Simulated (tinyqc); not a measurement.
Inside a calculation: Lorentz oscillators and the Kramers-Kronig relations. Values are carried at full precision from step to step, so a last printed digit may differ when a step is redone from the rounded ones.

eps(E) = 1 + sum_j S_j/(E0_j^2 - E^2 - i G_j E).

Constants: hbar c = 1973.269805 eV angstrom; hbar^2/2m0 = 3.80998211 eV angstrom^2; e^2/(4 pi eps0) = 14.39964547 eV angstrom.

Parameters, chosen for this exercise:
```
symbol  value         unit  meaning
E0      (2.99, 6.26)  eV    resonances
G       (0.41, 1.65)  eV    widths
S       (28.9, 61.2)  eV^2  strengths
E       5.5           eV    photon energy
h       0.4           eV    grid step
M       40                  grid points E_j = j h
i       14                  grid index at which eps1 is wanted
```

## Dielectric function at one energy

Evaluate each oscillator and the sum.

terms: [-1.3412+0.1419i, 3.3715+3.4233i]

eps(E) = 3.0303+3.5653i
eps(0) = 5.7943

## Optical constants

n + i k = sqrt(eps1 + i eps2) with k >= 0; R = ((n - 1)^2 + k^2)/((n + 1)^2 + k^2) at normal incidence from vacuum; alpha = 2 E k/(hbar c), times 1e8 for 1/cm; loss function Im(-1/eps) = eps2/(eps1^2 + eps2^2).

Convert eps at the photon energy E into the optical constants.

n = 1.9633
k = 0.9080
R = 0.1824
alpha = 5.06e+05 1/cm
loss function = 0.1628
vacuum wavelength hc/E (hc = 1239.841984 eV nm) = 225.4 nm

The intensity falls to 1/e within 19.8 nm.

## Absorptive part on the grid

Tabulate eps2 at E_j = j h.

eps2(E_j), j = 1 .. M: [0.0880, 0.1917, 0.3365, 0.5807, 1.1067, 2.7802, 13.4049, 11.4890, 2.8288, 1.5972, 1.4628, 1.7791, 2.5596, 3.9867, 5.6974, 5.7101, 3.9674, 2.4599, 1.5658, 1.0539, 0.7472, 0.5530, 0.4235, 0.3335, 0.2686, 0.2204, 0.1837, 0.1551, 0.1325, 0.1143, 0.0994, 0.0872, 0.0769, 0.0683, 0.0610, 0.0547, 0.0493, 0.0446, 0.0406, 0.0370]

## eps1 at one grid point

Kramers-Kronig: eps1(E) = 1 + (2/pi) P integral_0^infinity E1 eps2(E1)/(E1^2 - E^2) dE1. Maclaurin rule on the grid E_j = j h, j = 1 .. M: eps1(E_i) = 1 + (4 h/pi) sum over j with j - i odd of E_j eps2(E_j)/(E_j^2 - E_i^2); nothing is added above E_M.

List the terms E_j eps2_j/(E_j^2 - E_i^2) for j - i odd, add them and form eps1.

terms in order of j (1/eV): [-0.0011, -0.0135, -0.0809, -1.5958, -0.5535, -0.5364, -3.0810, 7.3674, 1.8131, 0.4508, 0.1601, 0.0731, 0.0391, 0.0233, 0.0149, 0.0101, 0.0071, 0.0052, 0.0039, 0.0030]

sum = 4.109 1/eV
eps1(E_i) = 3.093

The oscillator formula gives 2.991 at E_i = 5.6 eV. The rule samples every 2h = 0.8 eV against a narrowest width of 0.41 eV and stops at 16 eV; coarse sampling and the missing tail make the difference.

## The f-sum on the grid

W(E_M) = (2/pi) h sum_j E_j eps2_j, with half weight on the last point; the full integral equals sum S_j = (hbar omega_p)^2, and the electron density follows from (hbar omega_p)^2 = 8 pi c (e^2/(4 pi eps0)) N with c = hbar^2/2m0.

W(E_M) = 82.95 eV^2
sum S = 90.10 eV^2
share reached on this grid (a step near the line widths can inflate it) = 0.921
hbar omega_p = 9.492 eV
N = 6.53e+22 1/cm^3

## Checks

- The value of eps1 at 5.501 eV from a fine, long grid (with the tail of eps2 ~ 1/E^3 added) against the oscillator formula: both 3.03.

Program tinyqc; command `OMP_NUM_THREADS=1 python tinyqc.py 1682290 1682291 out.jsonl`; about 0.2 s on one thread of a shared Intel(R) Xeon(R) Processor @ 2.30GHz.
